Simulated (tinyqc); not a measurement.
p-n diode, drift-diffusion by the Gummel loop with Scharfetter-Gummel fluxes: one step of the calculation.

Abrupt junction at x = 0, p side from -Lp, n side to Ln, ohmic contacts. psi is counted from the intrinsic level; n = ni exp((psi - phin)/Vt), p = ni exp((phip - psi)/Vt). Contacts: p side psi = V - Vt ln(Na/ni), p = Na, n = ni^2/Na; n side psi = Vt ln(Nd/ni), n = Nd, p = ni^2/Nd. Constant mobilities, D = mu Vt, Boltzmann statistics, SRH recombination through a mid-gap level, U = (n p - ni^2)/(tp (n + ni) + tn (p + ni)). Current is positive from the p contact to the n contact.

Task. Recombination and current. U_i as defined. J = Jn at the p contact + Jp at the n contact + q sum w_i U_i - q G sum w_i over the inner nodes, which avoids differences of large majority fluxes: Jn = (q mun Vt/h_0)[n_1 B(d_0) - n_0 B(-d_0)], Jp = (q mup Vt/h_last)[p_(N-1) B(d_last) - p_N B(-d_last)], d_i = (psi_(i+1) - psi_i)/Vt, B(d) = d/(exp(d) - 1), w_i = (h_(i-1) + h_i)/2.

Inputs (values chosen for the exercise); band and dielectric values those of a made-up semiconductor: temperature T = 300 K; electron mobility mun = 1200 cm^2/(V s); hole mobility mup = 430 cm^2/(V s); SRH lifetime of electrons tn = 2e-8 s; SRH lifetime of holes tp = 3e-8 s; uniform generation rate G = 0 cm^-3 s^-1.

Constants: q = 1.602176634e-19 C, kB = 1.380649e-23 J/K, Vt = kB T/q. Results are converted to the units shown.

```
node  x (nm)  converged psi (V)  converged n (cm^-3)  converged p (cm^-3)
0      -4600         0.08705991          8.1058348e6               1.2e16
1      -2580         0.08703722         3.9031243e12         1.2003903e16
2      -1430         0.08702476         6.2383282e12         1.2006236e16
3       -761         0.08701891         7.6577831e12         1.2007115e16
4       -380         0.08714478         8.5311379e12         1.1947823e16
5       -161         0.09196537         1.0816790e13         9.9148228e15
6        -36         0.14836398         9.6859321e13         1.1188791e15
7         36         0.27353454         1.2276448e16         8.8016599e12
8        158         0.29216757         2.5240686e16         4.1102576e12
9        364         0.29292586         2.5992517e16         3.5968886e12
10       712         0.29293532         2.6002873e16         2.9297326e12
11      1300         0.29293286         2.6001829e16         1.8288861e12
12      2300         0.29292860               2.6e16          3.7411545e6
```

ni = 3.1188142e11 cm^-3

Wanted: U; Jn at the p contact; Jp at the n contact; recombination; generation; J.

Result.

U, node 0 to 12 (cm^-3 s^-1): 0  1.950e20  3.117e20  3.825e20  4.261e20  5.399e20  4.284e21  2.932e20  1.370e20  1.199e20  9.765e19  6.096e19  0
Jn at the p contact = 0.09608 A/cm^2
Jp at the n contact = 0.03258 A/cm^2
recombination = 0.02586 A/cm^2
generation = 0 A/cm^2
J = 0.1545 A/cm^2

Numbers from tinyqc (`OMP_NUM_THREADS=1 python tinyqc.py 2240103 2240104 out.jsonl`; about 0.1 s on one thread of a shared Intel Xeon 2.30GHz).
